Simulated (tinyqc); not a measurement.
CMOS inverter, nodal equation and switching: two steps of the calculation.

An n-channel pull-down (bn, VTn) and a p-channel pull-up (bp, VTp) share the input Vin and the output node Vout, which carries the load C. Transistor (EKV form, voltages against the body): I = 2 n b Vt^2 [F(vp - Vs) - F(vp - Vd)] from drain to source, F(v) = ln^2(1 + exp(v/(2 Vt))), vp = (Vg - VT + sg |Vd - Vs|)/n. n-channel bodies are at 0; for the p-channel device all voltages are counted down from Vdd. b in uA/V^2 gives I in uA. Static: In = Ip. Transient: C dVout/dt = Ip - In. No velocity saturation, no gate capacitance beyond C.

Values chosen for this exercise: temperature T = 273 K; supply voltage Vdd = 0.5 V; slope factor n = 1.34; drain-induced barrier lowering sg = 0.055; n-channel threshold VTn = 0.38 V; p-channel threshold (magnitude) VTp = 0.42 V; gain factor of the pull-down transistor bn = 270 uA/V^2; gain factor of the pull-up transistor bp = 540 uA/V^2; input voltage Vin = 0.24 V.

Constants: q = 1.602176634e-19 C, kB = 1.380649e-23 J/K, Vt = kB T/q. Results are converted to the units shown.

Problem 1. Output voltage by Newton steps. f = In - Ip at (Vin, Vout); G = df/dVout by a central difference with +/- 1e-6 V; Vout(new) = Vout - f/G.

Vout at the start = 0.25 V

Give: In; Ip; G; Vout after iteration 1.

Solution 1.

In = 0.0064221 uA
Ip = 0.0070422 uA
G = 0.022268 uS
Vout after iteration 1 = 0.27785 V

Problem 2. Switching point and noise margins. VM solves In = Ip with Vin = Vout. VIL and VIH are the inputs at which the gain is -1; NML = VIL - Vout(VIH), NMH = Vout(VIL) - VIH.

Find: VM; gain at VM; VIL; VIH; NML; NMH.

Solution 2.

VM = 0.24198 V
gain at VM = -18.168
VIL = 0.21408 V
VIH = 0.26911 V
NML = 0.20046 V
NMH = 0.21744 V

VM lies 8.0 mV below Vdd/2, and the high margin is the larger one. With both transistors saturated the size of the gain tends to 1/sg = 18.2; here it is 0.074 % below that.

tinyqc, about 0.06 s, one thread, Intel Xeon 2.30GHz (shared host): `OMP_NUM_THREADS=1 python tinyqc.py 2340108 2340109 out.jsonl`
